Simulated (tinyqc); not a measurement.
Inside a calculation. Method: Pariser-Parr-Pople SCF with singles CI, for the molecule O=CC1=CC(=O)C=CC1=O (SMILES; centres numbered as the heavy atoms are written). One step of it, computed by the program tinyqc.

Task: Iteration 1: Fock matrix. F_rr = H_rr + P_rr gamma_rr / 2 + sum_(s != r) P_ss gamma_rs; F_rs = H_rs - P_rs gamma_rs / 2; E = tr P (H + F) / 2 + core repulsion sum_(r<s) z_r z_s gamma_rs.

P at the start:
```
            1O         2C         3C         4C         5C         6O         7C         8C
1O    1.000000   0.899778   0.000000  -0.357728   0.000000   0.215835   0.078201   0.000000
2C    0.899778   1.000000   0.421656   0.000000  -0.049980   0.000000   0.000000  -0.019438
3C    0.000000   0.421656   1.000000   0.747859   0.000000  -0.279527  -0.151653   0.000000
4C   -0.357728   0.000000   0.747859   1.000000   0.460300   0.000000   0.000000  -0.175026
5C    0.000000  -0.049980   0.000000   0.460300   1.000000   0.763573   0.436927   0.000000
6O    0.215835   0.000000  -0.279527   0.000000   0.763573   1.000000   0.000000  -0.304106
7C    0.078201   0.000000  -0.151653   0.000000   0.436927   0.000000   1.000000   0.823685
8C    0.000000  -0.019438   0.000000  -0.175026   0.000000  -0.304106   0.823685   1.000000
9C   -0.098641   0.000000   0.402218   0.000000  -0.108062   0.000000   0.000000   0.445029
10O   0.000000  -0.098641   0.000000  -0.265005   0.000000   0.446941  -0.318628   0.000000

            9C        10O
1O   -0.098641   0.000000
2C    0.000000  -0.098641
3C    0.402218   0.000000
4C    0.000000  -0.265005
5C   -0.108062   0.000000
6O    0.000000   0.446941
7C    0.000000  -0.318628
8C    0.445029   0.000000
9C    1.000000   0.786614
10O   0.786614   1.000000
```

core matrix H (eV):
```
             1O          2C          3C          4C          5C          6O          7C          8C
1O   -56.605296   -2.650000    0.000000    0.000000    0.000000    0.000000    0.000000    0.000000
2C    -2.650000  -55.602986   -2.520000    0.000000    0.000000    0.000000    0.000000    0.000000
3C     0.000000   -2.520000  -63.525988   -2.520000    0.000000    0.000000    0.000000    0.000000
4C     0.000000    0.000000   -2.520000  -59.523175   -2.520000    0.000000    0.000000    0.000000
5C     0.000000    0.000000    0.000000   -2.520000  -59.405164   -2.650000   -2.520000    0.000000
6O     0.000000    0.000000    0.000000    0.000000   -2.650000  -55.173942    0.000000    0.000000
7C     0.000000    0.000000    0.000000    0.000000   -2.520000    0.000000  -56.624969   -2.520000
8C     0.000000    0.000000    0.000000    0.000000    0.000000    0.000000   -2.520000  -57.542434
9C     0.000000    0.000000   -2.520000    0.000000    0.000000    0.000000    0.000000   -2.520000
10O    0.000000    0.000000    0.000000    0.000000    0.000000    0.000000    0.000000    0.000000

             9C         10O
1O     0.000000    0.000000
2C     0.000000    0.000000
3C    -2.520000    0.000000
4C     0.000000    0.000000
5C     0.000000    0.000000
6O     0.000000    0.000000
7C     0.000000    0.000000
8C    -2.520000    0.000000
9C   -62.868401   -2.650000
10O   -2.650000  -60.267666
```

repulsion gamma_rs (eV):
```
            1O         2C         3C         4C         5C         6O         7C         8C
1O   15.200000   8.106960   5.413228   3.728848   2.896535   2.331956   2.788273   3.317712
2C    8.106960  11.130000   7.552927   5.239509   3.670042   2.896535   3.276863   3.669905
3C    5.413228   7.552927  11.130000   7.554164   5.239509   3.728848   4.669497   5.239347
4C    3.728848   5.239509   7.554164  11.130000   7.552927   5.413228   5.239347   4.667729
5C    2.896535   3.670042   5.239509   7.552927  11.130000   8.106960   7.554389   5.238747
6O    2.331956   2.896535   3.728848   5.413228   8.106960  15.200000   5.414078   3.728676
7C    2.788273   3.276863   4.669497   5.239347   7.554389   5.414078  11.130000   7.554164
8C    3.317712   3.669905   5.239347   4.667729   5.238747   3.728676   7.554164  11.130000
9C    4.790467   5.239347   7.554389   5.238747   4.668064   3.317991   5.239509   7.552927
10O   5.531316   4.790899   5.414078   3.728676   3.317991   2.535670   3.728848   5.413228

            9C        10O
1O    4.790467   5.531316
2C    5.239347   4.790899
3C    7.554389   5.414078
4C    5.238747   3.728676
5C    4.668064   3.317991
6O    3.317991   2.535670
7C    5.239509   3.728848
8C    7.552927   5.413228
9C   11.130000   8.106960
10O   8.106960  15.200000
```

Centres (angstrom, eV; a flat drawing with bonds scaled to 1.40 angstrom):
```
centre          x          y  core charge z          W   gamma_rr
1O      -2.968000  -0.786000              1  17.700000  15.200000
2C      -1.693000  -1.363000              1  11.160000  11.130000
3C      -0.555000  -0.547000              1  11.160000  11.130000
4C       0.720000  -1.125000              1  11.160000  11.130000
5C       1.858000  -0.309000              1  11.160000  11.130000
6O       3.133000  -0.886000              1  17.700000  15.200000
7C       1.720000   1.084000              1  11.160000  11.130000
8C       0.445000   1.662000              1  11.160000  11.130000
9C      -0.693000   0.846000              1  11.160000  11.130000
10O     -1.968000   1.423000              1  17.700000  15.200000
```

Give: F; pi energy.

Result:

F (eV):
```
          1O      2C      3C      4C      5C       6O      7C      8C
1O   -10.100  -6.297   0.000   0.667   0.000   -0.252  -0.109   0.000
2C    -6.297  -5.595  -4.112   0.000   0.092    0.000   0.000   0.036
3C     0.000  -4.112  -5.595  -5.345   0.000    0.521   0.354   0.000
4C     0.667   0.000  -5.345  -5.595  -4.258    0.000   0.000   0.408
5C     0.000   0.092   0.000  -4.258  -5.595   -5.745  -4.170   0.000
6O    -0.252   0.000   0.521   0.000  -5.745  -10.100   0.000   0.567
7C    -0.109   0.000   0.354   0.000  -4.170    0.000  -5.595  -5.631
8C     0.000   0.036   0.000   0.408   0.000    0.567  -5.631  -5.595
9C     0.236   0.000  -4.039   0.000   0.252    0.000   0.000  -4.201
10O    0.000   0.236   0.000   0.494   0.000   -0.567   0.594   0.000

         9C      10O
1O    0.236    0.000
2C    0.000    0.236
3C   -4.039    0.000
4C    0.000    0.494
5C    0.252    0.000
6O    0.000   -0.567
7C    0.000    0.594
8C   -4.201    0.000
9C   -5.595   -5.839
10O  -5.839  -10.100
```

pi energy = -149.942 eV
